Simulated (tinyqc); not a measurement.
Four, six or eight bands for the holes: eight-band Kane k.p model.

Eight-band Kane model, basis S, X, Y, Z times spin, zero of energy at the top of the unstrained valence band, c = hbar^2/2m0. Within each spin: H_SS = Eg + A c k^2, H_SX = i P kx (likewise Y, Z), H_XX = -Dso/3 + L kx^2 + M (ky^2 + kz^2), H_XY = N kx ky, and cyclic. Spin-orbit term (Dso/3) L.sigma on X, Y, Z with (L_k)_ij = -i epsilon_kij: <X+|H|Y+> = -i Dso/3, <X+|H|Z-> = Dso/3, <Y+|H|Z-> = -i Dso/3, <Z+|H|X-> = -Dso/3, <Z+|H|Y-> = i Dso/3, <X-|H|Y-> = i Dso/3, and their conjugates; + and - are the spin along z. Terms from inversion asymmetry are left out, so every level is twofold.

P = sqrt(Ep c); A = 1/me - Ep (Eg + 2 Dso/3)/(Eg (Eg + Dso)) keeps the electron mass; g1' = g1 - Ep/(3 Eg), g2' = g2 - Ep/(6 Eg), g3' = g3 - Ep/(6 Eg) remove the coupling to S that the Luttinger values already hold; L = -c (g1' + 4 g2'), M = -c (g1' - 2 g2'), N = -6 c g3'.

Constants: hbar^2/2m0 = 3.80998211 eV angstrom^2.

Inputs chosen for the exercise (near those of CdTe; shifted at random, so the results belong to these values and not to a real crystal): Eg = 1.583 eV (gap at Gamma to the s-like level); Dso = 0.916 eV (spin-orbit splitting); Ep = 18.5 eV (Kane energy); me = 0.0938 m0 (electron mass at Gamma); g1 = 5.27 (Luttinger gamma1); g2 = 1.69 (gamma2); g3 = 2.01 (gamma3); kmax = 0.1 1/angstrom (end of the path).

Unstrained, along [100]. Six bands: the X, Y, Z block alone with the full g1, g2, g3 in L, M, N. Four bands: the same with Dso sent to infinity. HH, LH and SO name the pairs from the top.

Valence levels (eV):

| \|k\| (1/angstrom) | HH 4 | HH 6 | HH 8 | LH 4 | LH 6 | LH 8 | SO 6 | SO 8 |
|---|---|---|---|---|---|---|---|---|
| 0.0167 | -0.0020 | -0.0020 | -0.0020 | -0.0092 | -0.0091 | -0.0091 | -0.9216 | -0.9201 |
| 0.0333 | -0.0080 | -0.0080 | -0.0080 | -0.0366 | -0.0362 | -0.0354 | -0.9388 | -0.9323 |
| 0.0667 | -0.0320 | -0.0320 | -0.0320 | -0.1465 | -0.1389 | -0.1298 | -1.0128 | -0.9822 |
| 0.0833 | -0.0500 | -0.0500 | -0.0500 | -0.2289 | -0.2099 | -0.1913 | -1.0744 | -1.0202 |
| 0.1000 | -0.0720 | -0.0720 | -0.0720 | -0.3296 | -0.2895 | -0.2585 | -1.1569 | -1.0674 |

Give the missing row, |k| (1/angstrom) = 0.0500.

Computed row:
```
|k| (1/angstrom)     HH 4     HH 6     HH 8     LH 4     LH 6     LH 8     SO 6     SO 8
0.0500            -0.0180  -0.0180  -0.0180  -0.0824  -0.0801  -0.0767  -0.9685  -0.9530
```

At |k| = 0.1000 the heavy holes of the three models span 0.0 meV and the light holes 71.1 meV. The split-off band moves the light hole by +40.1 meV and treating the conduction band exactly moves it by +31.0 meV more; the split-off band matters more here, where the four-band light-hole energy is 0.36 times Dso and 0.21 times Eg.

tinyqc: `OMP_NUM_THREADS=1 python tinyqc.py 1080446 1080447 out.jsonl`; about 0.01 s, one thread, shared Intel(R) Xeon(R) Processor @ 2.30GHz.
